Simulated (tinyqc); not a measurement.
Absorption edge of a degenerate semiconductor, band filling against gap narrowing: one step of the calculation.

n-type, parabolic bands, full ionisation. eta = (EF - Ec)/kB T solves N = Nc F12(eta), F12(x) = (2/sqrt(pi)) int_0^infinity sqrt(u)/(1 + exp(u - x)) du. The gap shrinks rigidly by dEg = a3 y^(1/3) + a4 y^(1/4) + a2 y^(1/2), y = N/1e18 cm^-3, an empirical law that is here taken as the true narrowing.

Question. The optical edge. Vertical transitions need an empty final state: the edge is taken where the state lies 4 kB T below EF, E_opt = Eg - dEg + (1 + me/mh) max(eta - 4, 0) kB T; wavelength h c/(q E_opt).

Parameters, values chosen for the exercise; band and dielectric values close to those of gallium nitride:
- T = 300 K (temperature)
- Eg = 3.34 eV (band gap)
- me = 0.197 m0 (electron mass)
- mh = 1.01 m0 (hole mass)
- N = 1.3e19 cm^-3 (ionised donor density)
- a3 = 11.6 meV (coefficient of (N/1e18)^(1/3))
- a4 = 9.1 meV (coefficient of (N/1e18)^(1/4))
- a2 = 2.4 meV (coefficient of (N/1e18)^(1/2))

Constants: q = 1.602176634e-19 C, kB = 1.380649e-23 J/K, h = 6.62607015e-34 J s, c = 299792458 m/s, Vt = kB T/q. Results are converted to the units shown.

converged eta = 3.7315854

Find: dEg; EF - Ec; filling shift; E_opt; wavelength.

Answer.

dEg = 53.208 meV
EF - Ec = 96.469 meV
filling shift = 0 meV
E_opt = 3.2868 eV
wavelength = 377.22 nm

The edge lies 53.2 meV below the undoped gap: narrowing outweighs filling.

Range of the model: Band tails, non-parabolic bands and incomplete ionisation are left out.

Numbers from tinyqc (`OMP_NUM_THREADS=1 python tinyqc.py 2330172 2330173 out.jsonl`; about 0.01 s on one thread of a shared Intel Xeon 2.30GHz).
